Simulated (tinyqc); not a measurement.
From a target level to the width: finite square well with mass mismatch (envelope functions). Two cases, with inputs chosen for the exercise.

Problem. Which width L gives the lowest level below?

A square well of width L and depth V0, mass mw inside and mb outside, energies from the bottom of the well, c = hbar^2/2m0. k = sqrt(mw E/c), kappa = sqrt(mb (V0 - E)/c). psi and psi'/m are continuous at the walls (BenDaniel-Duke), so level n solves k L + 2 atan[(k/mw)/(kappa/mb)] = n pi.

Constants: hbar^2/2m0 = 3.80998211 eV angstrom^2.

Case 1.

Values chosen (out of a larger set: near those of a non-polar GaN well in AlGaN; not measured data): V0 = 0.255 eV (barrier height); mw = 0.206 m0 (mass in the well); mb = 0.22 m0 (mass in the barrier).

E1 = 0.012733 eV

Case 2.

Values chosen (out of a larger set: near those of a GaAs well in AlGaAs; not measured data): V0 = 0.283 eV (barrier height); mw = 0.0672 m0 (mass in the well); mb = 0.096 m0 (mass in the barrier).

E1 = 0.020828 eV

Find: k; kappa; the arctangent; L.

Solution. E1 fixes k and kappa, so L = (pi - 2 atan[(k/mw)/(kappa/mb)])/k.

Case 1.

k = 0.02624 1/angstrom
kappa = 0.11828 1/angstrom
the arctangent = 0.2326 rad
L = 102 angstrom

Case 2.

k = 0.01917 1/angstrom
kappa = 0.08128 1/angstrom
the arctangent = 0.3249 rad
L = 130 angstrom

Computed by tinyqc, one run a case: `OMP_NUM_THREADS=1 python tinyqc.py N N+1 out.jsonl` with N = 1251566, 1251579; one thread of a shared Intel(R) Xeon(R) Processor @ 2.30GHz, about 0.01 s a run at most.
